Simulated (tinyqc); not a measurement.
Strain-driven roughening and islands of a mismatched epitaxial film: one step, computed by the program tinyqc.

Film and substrate share isotropic elastic constants; the film is coherent and biaxially strained.

Task: Which shape at the volume V. Shallow faceted island (Tersoff form): E = 4 Gam V^(2/3) tan^(1/3)(theta) - 6 c V tan(theta), Gam = gamma [x/sin(theta) - 1/tan(theta)], x the facet energy over gamma, c = stress^2 (1 - nu)/(2 pi G). The two energies cross at V_x^(1/3) = 4 [Gam_2 t2^(1/3) - Gam_1 t1^(1/3)]/(6 c (t2 - t1)), t = tan(theta); mu = dE/dV.

Inputs (values chosen for the exercise, for a model film):
```
quantity,value,unit
shear modulus G,64.7,GPa
Poisson ratio nu,0.25,-
surface energy gamma,1.13,J/m^2
contact angle of the shallow shape theta_1,14,degrees
contact angle of the steep shape theta_2,27,degrees
facet energy of shape 1 over gamma,1.005,-
facet energy of shape 2 over gamma,1.007,-
island volume V,260000,nm^3
```

stress = 6.0171 GPa

Gam of shape 2 = 0.2887123 J/m^2

Gam of shape 1 = 0.1621012 J/m^2

c = 0.06679617 GPa

Constants: e = 1.602176634e-19 C.

Give: E of shape 1; E of shape 2; crossing volume V_x; jump of mu at V_x, shape 2 less shape 1.

Result:

E of shape 1 = -1.5178e+05 eV

E of shape 2 = -3.0793e+05 eV

crossing volume V_x = 119.95 nm^3

jump of mu at V_x, shape 2 less shape 1 = -34.760 MJ/m^3

At V the steep shape is lower. At V_x the chemical potential drops, so islands that have turned steep grow at the cost of the shallow ones. Caution: the shallow-slope form overstates the relaxation of facets steeper than about 25 degrees.
